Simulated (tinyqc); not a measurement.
Random telegraph noise from one oxide trap in a small MOSFET: one step of the calculation.

An acceptor-like trap exchanges electrons with the channel. Inversion charge Q = Cox u, u = n Vt W0(exp((Vg - VT)/(n Vt))), W0 the Lambert function, n = nf, Cox = eps0 eox/tox; linear regime Id = (W/L) mu Q Vd. Relative to threshold the surface potential rises by Vt ln(u/u0) and the oxide voltage by the rest of Vg - VT, with u0 = n Vt W0(1).

Problem. Lorentzian spectrum. Spectrum S(f) = 4 dI^2/{(tc + te)[(1/tc + 1/te)^2 + (2 pi f)^2]}; corner fc = (1/tc + 1/te)/(2 pi); variance dI^2 tc te/(tc + te)^2. Give S at f = 0, at fc and at 10 fc.

tc = 2.8687272e-7 s
te = 1.1139319e-6 s
dI = 9.1880675 nA

Find: fc; S(0); S(fc); S(10 fc); rms current.

Solution.

fc = 6.9767e5 Hz
S(0) = 1.2545e-23 A^2/Hz
S(fc) = 6.2725e-24 A^2/Hz
S(10 fc) = 1.2421e-25 A^2/Hz
rms current = 3.7078 nA

The rms value is 0.404 of the step; it reaches its largest share, 1/2, when tc = te.

Range of the model: VT is taken as given; short-channel effects and the uneven flow of current among few electrons are left out.

Computed by the program tinyqc: `OMP_NUM_THREADS=1 python tinyqc.py 2710069 2710070 out.jsonl`, one thread of a shared Intel Xeon 2.30GHz, about 0.01 s for the whole run.
